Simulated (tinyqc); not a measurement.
## Resistive crossbar, vector-matrix product with wire resistance: effect of the wire resistance

2 rows and 2 columns. Cell (i, j) joins row node wij to column node bij. Each row is driven at its left end through one wire segment rw; neighbouring nodes along a row or a column are joined by rw; each column ends below the last row in one more rw and a virtual ground, where its current is read. Ideal output: I_j = sum_i V_i G_ij.

The nodal equations (Kirchhoff current law at every node) are solved for each rw; errors are I_j/ideal - 1.

Inputs (values chosen for the exercise):
- V = [0.1, 0.19] V (input voltages of the rows)

cell conductances G (uS):
```
	column 1	column 2
row 1	69	68
row 2	71	40
```

Result of one run:
```
error, column 1 (%)	error, column 2 (%)
-0.02831	-0.03165
```

Which wire resistance between neighbouring cells rw gave this result: 1, 5, 10, 100 or 500 ohm?

rw = 1 ohm.

The whole series:
```
rw (ohm)	error, column 1 (%)	error, column 2 (%)
1	-0.02831	-0.03165
2	-0.05660	-0.06328
5	-0.1414	-0.1580
10	-0.2823	-0.3156
20	-0.5629	-0.6290
50	-1.395	-1.557
100	-2.749	-3.064
200	-5.344	-5.937
500	-12.32	-13.58
```

The error of the last column goes from -0.0317 % at rw = 1 ohm to -13.6 % at 500 ohm, as rw^(1.00) at the start and rw^(0.90) at the end. At 500 ohm the worst column is number 2.

Computed by the program tinyqc: `OMP_NUM_THREADS=1 python tinyqc.py 2880053 2880054 out.jsonl`, one thread of a shared Intel Xeon 2.30GHz, about 0.02 s for the whole run.
